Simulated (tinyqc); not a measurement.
Bottom-up copper filling of a trench by curvature-enhanced accelerator coverage: one step, computed by the program tinyqc. Command: `OMP_NUM_THREADS=1 python tinyqc.py 3008263 3008264 out.jsonl superfill walk`. One thread of a shared host (Intel(R) Xeon(R) Processor @ 2.30GHz), about 0.05 s of CPU time with the checks.

A rectangular trench keeps vertical walls and a flat floor. An accelerator floats on the surface; where area is lost in the corners it is passed on to the floor.

Question. Velocities. Kinetic current i_k = [i_0 (1 - theta) + i_1 theta] exp(alpha eta/(k_B T)), limit i_L = 2 F D C/delta, i = 1/(1/i_k + 1/i_L); velocity v = i Omega/(2F), Omega = 7.11 cm^3/mol, F = e N_A. Depletion inside the trench is ignored.

Inputs (values chosen for the exercise, close to those used for damascene copper plating):
```
quantity,value,unit
exchange current of the suppressed surface i_0,0.025,mA/cm^2
exchange current of the accelerated surface i_1,2.1,mA/cm^2
transfer coefficient alpha,0.43,-
overpotential eta,0.14,V
starting coverage theta_0,0.0096,-
cupric ion concentration C,0.4,mol/l
diffusivity D,3.6e-06,cm^2/s
boundary layer delta,39,um
temperature T,298,K
```

Constants: e = 1.602176634e-19 C; N_A = 6.02214076e+23 1/mol; k_B = 8.617333262e-05 eV/K.

Give: limiting current i_L; velocity at theta = 0; velocity at theta_0; velocity at theta = 1; ratio v(1)/v(theta_0).

Answer.

limiting current i_L = 71.25 mA/cm^2

velocity at theta = 0 = 0.09568 nm/s

velocity at theta_0 = 0.1714 nm/s

velocity at theta = 1 = 6.171 nm/s

ratio v(1)/v(theta_0) = 36.00
